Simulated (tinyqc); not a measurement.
Inside a calculation. Model: MOSFET in saturation, small-signal circuit and noise.

Computed by the program tinyqc: `OMP_NUM_THREADS=1 python tinyqc.py 2150066 2150067 out.jsonl`, one thread of a shared Intel Xeon 2.30GHz, about 0.01 s for the whole run. Printed values are rounded.

Bias by the inversion coefficient IC = I/Ispec (charge-based model with velocity saturation; weak inversion below 0.1, strong above 10). Common-source circuit: gm, gds, Cgs, Cgd and Cj at the inner nodes, Rg in series with the gate; quasi-static, no source or drain resistance, no gate-body capacitance, no substrate network, no induced gate noise, so fmax is an upper estimate.

Parameters, values chosen for the exercise: temperature T = 325 K; gate length L = 350 nm; total gate width W = 40 um; gate capacitance Cox = 2.29 uF/cm^2; mobility mu = 290 cm^2/(V s); slope factor n = 1.36; velocity-saturation length Ls = 25 nm; ratio gds/gm sg = 0.0086; overlap and fringe capacitance per side Cov = 0.41 fF/um; drain junction capacitance Cj = 0.73 fF/um; sheet resistance of the gate Rsh = 15 ohm; finger width Wf = 2 um; gate contact and vertical resistance Rc = 200 ohm um; inversion coefficient IC = 1.7; short-channel excess of the noise factor gw = 0.13; oxide trap density Nt = 1.4e18 cm^-3 eV^-1; tunnelling length into the oxide lt = 0.1 nm; Coulomb scattering coefficient ac = 3000 V s/C; signal frequency f = 0.7 GHz.

Constants: q = 1.602176634e-19 C, kB = 1.380649e-23 J/K, Vt = kB T/q. Results are converted to the units shown.

Range of the model: fmax exceeds 4 fT, where channel resistance and substrate losses, left out here, would cap it.

## Current, transconductance and gain

Ispec = 2 n mu Cox (W/L) Vt^2, lc = Ls/L, gms = [sqrt((lc IC + 1)^2 + 4 IC) - 1]/[2 + lc (lc IC + 1)], gm = gms Ispec/(n Vt), gds = sg gm.

Ispec = 161.9224 uA
I = 275.2680 uA
gms = 0.8838949
gm = 3.757615 mS
gds = 0.03231549 mS
gm/I = 13.65075 1/V

gm/I is 52.0 % of its weak-inversion limit 1/(n Vt); without velocity saturation (lc = 0) gms would be 0.896.

## Capacitances, gate resistance and cut-off frequencies

qs = [sqrt(1 + 4 IC) - 1]/2, Cgs = Cox W L qs (2 qs + 3)/(3 (qs + 1)^2) + Cov W, Cgd = Cov W, Cd = Cj W, Rg = Rsh (Wf/L)/(12 Nf) + Rc/W with Nf = W/Wf fingers (not rounded) contacted at both ends. fT = gm/(2 pi (Cgs + Cgd)), fmax = fT/(2 sqrt(Rg (gds + 2 pi fT Cgd))).

Cgs = 144.0670 fF
Cgd = 16.4 fF
Cd = 29.2 fF
Rg = 5.357143 ohm
fT = 3.726892 GHz
fmax = 39.45670 GHz

Overlap and fringe make up 20.4 % of the gate capacitance; fmax is 10.6 times fT.

## Admittance matrix

Inner admittances at w = 2 pi f: y11 = i w (Cgs + Cgd), y12 = -i w Cgd, y21 = gm - i w Cgd, y22 = gds + i w (Cgd + Cd). Invert to Z, add Rg to Z11 and invert back to Y.

inner y (mS):
```
                    1                   2
1  0.000000+0.705771i  0.000000-0.072131i
2  3.757615-0.072131i  0.032315+0.200559i
```

Y with Rg (mS):
```
                    1                    2
1  0.002668+0.705760i  -0.000273-0.072130i
2  3.757289-0.086337i   0.032349+0.202011i
```

## Current gain and unilateral power gain

|h21| = |Y21/Y11|; U = |Y21 - Y12|^2/(4 [Re Y11 Re Y22 - Re Y12 Re Y21]). Extrapolated at 20 dB a decade: f |h21| and f sqrt(U).

|h21| = 5.325112
U = 3177.207
f |h21| = 3.727579 GHz
f sqrt(U) = 39.45670 GHz

f |h21| is 0.018 % above the formula for fT, and f sqrt(U) within 0.01 % of that for fmax.

## Noise at the gate

Channel noise Sid = 4 kB T gam n gm with gam = (1/2 + (2/3) qs)/(1 + qs) + gw lc IC, qs = [sqrt(1 + 4 IC) - 1]/2, lc = Ls/L (the last term an empirical rise with velocity saturation); at the gate, white noise Sw = Sid/gm^2 + 4 kB T Rg. Number fluctuation with correlated mobility: S(f) = K/f, K = q^2 Vt lt Nt/(W L Cox^2) (1 + ac mu Cox I/gm)^2, Vt in eV with Nt per eV. Corner fc = K/Sw. Full shot noise would be 2 q I.

gam = 0.5945677
Sid = 5.453548e-23 A^2/Hz
Sid/(2 q I) = 0.6182769
sqrt(Sw) = 1.989605 nV/Hz^0.5
K = 1.800263e-11 V^2
fc = 4.547808 MHz

The gate resistance gives 2.4 % of the white noise power.
